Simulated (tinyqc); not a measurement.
Worked calculation: elastic strain and critical thickness of a cubic alloy layer A(1-x)B(x) on a thick substrate. Computed by tinyqc, a small Python program that keeps every step. Command: `OMP_NUM_THREADS=1 python tinyqc.py 3020084 3020085 out.jsonl misfit walk`. One thread of a shared host (Intel(R) Xeon(R) Processor @ 2.30GHz), about 0.01 s of CPU time with the checks. Intermediate numbers are printed to about 5 digits and carried at full precision; extremes and crossings named in words are read from the listed rows.

Strain is positive in tension. The layer is coherent with the substrate unless said otherwise.

Inputs (values chosen for the exercise, for a model alloy):
```
quantity                                 value        unit
fraction x of B                           0.29           -
lattice constant a_A                     5.653    angstrom
lattice constant a_B                     5.451    angstrom
substrate lattice constant a_S           5.657    angstrom
layer thickness h                           28          nm
biaxial modulus of the substrate M_S       114         GPa
substrate thickness t_S                    350  micrometre
wafer diameter W                           300          mm
X-ray wavelength                      1.540593    angstrom
start of the iteration h0/b               1000           -
```

Growth plane: (001). Layer: buried under a thick cap. Misfit dislocation: 60-degree.

C11, C12, C44 of A (GPa): 126.5  51.1  52.96

C11, C12, C44 of B (GPa): 148.5  58.32  71.11

## Alloy by Vegard's rule, and misfit

a = (1 - x) a_A + x a_B, the same rule for each C_ij; misfit f = (a_S - a)/a, the in-plane strain of the coherent layer.

free lattice constant a = 5.59442 angstrom

elastic constants (GPa): C11 132.8800, C12 53.1938, C44 58.2235

misfit f = 0.011186

The layer is stretched in the plane by 1.12 %.

## Biaxial strain, stress and energy

(001): D = 2 C12/C11, M = C11 + C12 - 2 C12^2/C11. The free surface carries no normal stress, so e_perp = -D f; dV/V = 2 f + e_perp; stress = M f; energy per area = M f^2 h (1 GPa nm = 1 J/m^2).

ratio D = 0.80063

normal strain e_perp = -0.0089560

volume strain dV/V = 0.013416

biaxial modulus M = 143.49 GPa

in-plane stress = 1.6050 GPa

strain energy per area = 0.50272 J/m^2

## Symmetric X-ray reflection

Reflection 004: d = a_perp/sqrt(16), with a_perp = a (1 + e_perp) for the coherent layer, a for the relaxed layer and a_S for the substrate; sin(theta) = lambda/(2 d).

Bragg angles:
```
crystal         a_perp (angstrom)  theta (degrees)  from substrate (arcsec)
substrate                  5.6570           33.002                      0.0
coherent layer             5.5443           33.762                   2734.5
relaxed layer              5.5944           33.419                   1502.1
```

peak separation of the coherent layer = 2734.5 arcsec

The coherent layer lies 1.82 times as far from the substrate peak as a relaxed one, about 1 + D = 1.80: reading its peak as relaxed would overstate the mismatch by that factor.

## Isotropic constants and the prefactor A

Voigt averages: G = (C11 - C12 + 3 C44)/5, B = (C11 + 2 C12)/3, nu = (3 B - 2 G)/(2 (3 B + G)); b = a/sqrt(2). The 60-degree dislocation has cos alpha = 1/2, and cos lambda = 1/2 on (001). Matthews-Blakeslee: h_c = A [ln(h_c/b) + 1], A = b (1 - nu cos^2 alpha)/(4 pi |f| (1 + nu) cos lambda), the factor 4 pi being that of a buried layer, with a dislocation at both interfaces.

shear modulus G = 50.87134 GPa

Poisson ratio nu = 0.23700

Burgers vector b = 0.39559 nm

prefactor A = 4.2804 nm

## Critical thickness by fixed-point iteration

Start at h0, put the right side back in, and stop when the change is below 1e-9 h or h turns negative.

Iteration:
```
step  h in (nm)  h out (nm)  change (nm)
1        395.59      33.848  -3.6174e+02
2         33.85      23.325  -1.0523e+01
3         23.33      21.731  -1.5939e+00
4         21.73      21.428  -3.0296e-01
5         21.43      21.368  -6.0094e-02
6         21.37      21.356  -1.2021e-02
7         21.36      21.354  -2.4087e-03
8         21.35      21.353  -4.8280e-04
9         21.35      21.353  -9.6778e-05
10        21.35      21.353  -1.9400e-05
11        21.35      21.353  -3.8888e-06
12        21.35      21.353  -7.7955e-07
13        21.35      21.353  -1.5627e-07
14        21.35      21.353  -3.1325e-08
15        21.35      21.353  -6.2793e-09
```

critical thickness h_c (Matthews-Blakeslee) = 21.353 nm

Converged; near the root each step shrinks the error by A/h_c = 0.200. h_c is 54.0 Burgers vectors.

## Equilibrium strain at the thickness h

For h > h_c the same force balance gives the strain left, |e| = |f| A [ln(h/b) + 1]/h, and below h_c e = f; relaxation = 1 - e/f; dislocations per length across each line direction = (|f| - |e|)/(b cos lambda).

strain left e = 0.0089941

relaxation = 19.596 %

dislocation line density = 11.082 1/micrometre

h is 1.31 h_c: in equilibrium dislocations lie 90.2 nm apart; slow nucleation and glide can keep a real layer more strained.

## Wafer curvature of the coherent layer

Stoney: curvature = 6 |stress| h/(M_S t_S^2); radius = 1/curvature; bow = curvature W^2/8.

curvature = 0.019309 1/m

radius of curvature = 51.790 m

bow = 217.22 micrometre

Caution: the curvature assumes a coherent layer, but h exceeds h_c. Caution: a bow above a fifth of the wafer thickness is beyond Stoney's small-deflection limit.

## Force balance against energy balance

People-Bean: h_c = P ln(h_c/b), P = (1 - nu)/(1 + nu) b^2/(16 pi sqrt(2) a f^2). The misfit is scaled by 0.25, 0.4, 0.6, 1, 1.5, 2.2 at fixed a, b and nu; the upper root is taken, and rows with A < 1.3 b or P < 3 b, where the roots shrink to the core size or vanish, are left out.

Critical thickness:
```
|f| (%)  Matthews-Blakeslee (nm)  People-Bean (nm)   ratio
0.2797                    114.11            2745.1  24.057
0.4474                     65.35             942.7  14.425
0.6712                     40.08             368.4   9.190
1.1186                     21.35             109.0   5.104
1.6779                     12.77              39.7   3.112
2.4610                      7.73              14.4   1.864
```

The exponents d ln h_c/d ln f are -1.19 and -2.27 between the first rows, steeper than the -1 and -2 of the prefactors because of the logarithm. The ratio falls from 24.1 to 1.86 as the misfit grows. Where People-Bean lies above, a layer between the lines is metastable: dislocations would lower the energy but have to be nucleated. People-Bean has no form for a buried layer. Above about 2 % misfit islands may come first.

Checks made by the program: D and M against the full stiffness tensor (relative difference below 1e-10); h_c against the Lambert function, -A W_(-1)(-b/(A e)) (relative difference below 1e-10).
